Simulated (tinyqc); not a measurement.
Inside a calculation. Model: AlGaN/GaN HEMT with access regions, lumped model.

Computed by the program tinyqc: `OMP_NUM_THREADS=1 python tinyqc.py 2570072 2570073 out.jsonl`, one thread of a shared Intel Xeon 2.30GHz, about 0.02 s for the whole run. Printed values are rounded.

A polarisation-induced electron sheet under a Schottky gate, in series with two ungated access regions and contacts. Drift law v = mu E/(1 + mu E/vs) under the gate. Currents in mA/mm, resistances in ohm mm. No self-heating, no channel-length modulation; fits for polarisation, barrier and offset are chosen for the exercise.

Values chosen for this exercise; values close to those of AlGaN/GaN structures:
- x = 0.19 (aluminium share of the barrier)
- d = 30 nm (barrier thickness)
- eps_r = 9.4 (relative permittivity of barrier and channel)
- mu = 1800 cm^2/(V s) (channel mobility)
- vs = 1.1e7 cm/s (saturation velocity)
- Lg = 0.15 um (gate length)
- Ls = 0.5 um (source access length)
- Ld = 2 um (drain access length)
- Rc = 0.24 ohm mm (resistance of each contact)
- ft = 0 (share of the drain-access electrons removed by traps)
- Vg = 0 V (gate voltage)
- Vd = 4 V (drain voltage)
- Ec = 3 MV/cm (critical field)
- te = 0.16 um (depth over which the depleted charge spreads)
- tf = 200 nm (insulator under the field plate)
- ei = 7.5 (relative permittivity of that insulator)

Constants: q = 1.602176634e-19 C, eps0 = 8.8541878128e-14 F/cm where lengths are in cm. Results are converted to the units shown.

## Polarisation charge, threshold and sheet resistance

sigma = (5e13 x + 1.6e13 x^2) cm^-2, phiB = 0.84 + 1.3 x, dEc = 0.7 (1.71 x + x^2) in volts, Cb = eps0 eps_r/d, VT = phiB - dEc - q sigma/Cb, access density n0 = -Cb VT/q. Rsh = 1/(q mu n0); largest access current q n0 vs.

sigma = 1.00776e13 cm^-2
Cb = 0.277431 uF/cm^2
VT = -4.98556 V
n0 = 8.63293e12 cm^-2
Rsh = 401.660 ohm
q n0 vs = 1521.46 mA/mm

## Iteration 1: drain current

I at the start = 880 mA/mm

Access resistance R(L, n) = L/(q mu n sqrt(1 - (I/(q n vs))^2)); Rs = Rc + R(Ls, n0), Rd = Rc + R(Ld, (1 - ft) n0). Vg' = Vg - I Rs, Vd' = Vd - I (Rs + Rd); with u = Vg' - VT, Vc = vs Lg/mu and w the smaller of Vd' and Vc [sqrt(1 + 2 u/Vc) - 1] (0 if negative), the channel gives (mu Cb/Lg)(u w - w^2/2)/(1 + w/Vc). I(new) is that channel current.

Rs = 0.486188 ohm mm
Rd = 1.22475 ohm mm
Vg' = -0.427845 V
Vd' = 2.49437 V
channel current = 1138.51 mA/mm
I after iteration 1 = 1138.51 mA/mm

## Iteration 2: drain current

As before.

Rs = 0.542746 ohm mm
Rd = 1.45099 ohm mm
Vg' = -0.617923 V
Vd' = 1.73011 V
channel current = 1086.35 mA/mm
I after iteration 2 = 1086.35 mA/mm

## Course of the iteration: drain current

Stop when I changes by less than 1e-6 mA/mm, or after 60 iterations. I must stay below q (1 - ft) n0 vs.

Course of the iteration:
```
iteration  I (mA/mm)  |change| (mA/mm)
1            1138.51               259
2            1086.35              52.2
3            1098.85              12.5
4            1095.98              2.86
5            1096.65             0.663
6            1096.49             0.153
7            1096.53            0.0354
8            1096.52           8.18e-3
9            1096.52           1.89e-3
10           1096.52           4.37e-4
11           1096.52           1.01e-4
12           1096.52           2.33e-5
13           1096.52           5.39e-6
14           1096.52           1.25e-6
15           1096.52           2.88e-7
```

Converged in 15 iterations. At the end each change is about 0.23 times the one before, with alternating sign: linear convergence. Of Vd, 47.1 % reaches the channel; the access current is 72 % of its limit.

## On-resistance and breakdown

sigma = (5e13 x + 1.6e13 x^2) cm^-2, phiB = 0.84 + 1.3 x, dEc = 0.7 (1.71 x + x^2) in volts, Cb = eps0 eps_r/d, VT = phiB - dEc - q sigma/Cb, access density n0 = -Cb VT/q. Ron = 2 Rc + Ls/(q mu n0) + Ld/(q mu (1 - ft) n0) + Lg/(mu Cb (Vg - VT)). Off state: a depleted stretch that holds the voltage V has the peak field sqrt(k V), k = 2 q n0/(eps0 eps_r te), so one edge holds V1 = Ec^2/k. The sheet under the plate pinches off at Vf = q n0 (1/Cb + tf/(eps0 ei)); beyond it the gate edge is screened. BV = V1 if Vf >= V1, else Vf + V1, and at most Ec Ld. Specific resistance Ron (Ls + Lg + Ld); figure of merit BV^2 over it.

Ron = 1.54440 ohm mm
Vf = 46.6426 V
V1 = 43.3252 V
BV = 43.3252 V
specific resistance = 0.0409266 mohm cm^2
figure of merit = 45.8643 MW/cm^2

The plate pinches off too late to screen the gate edge, so it adds nothing.
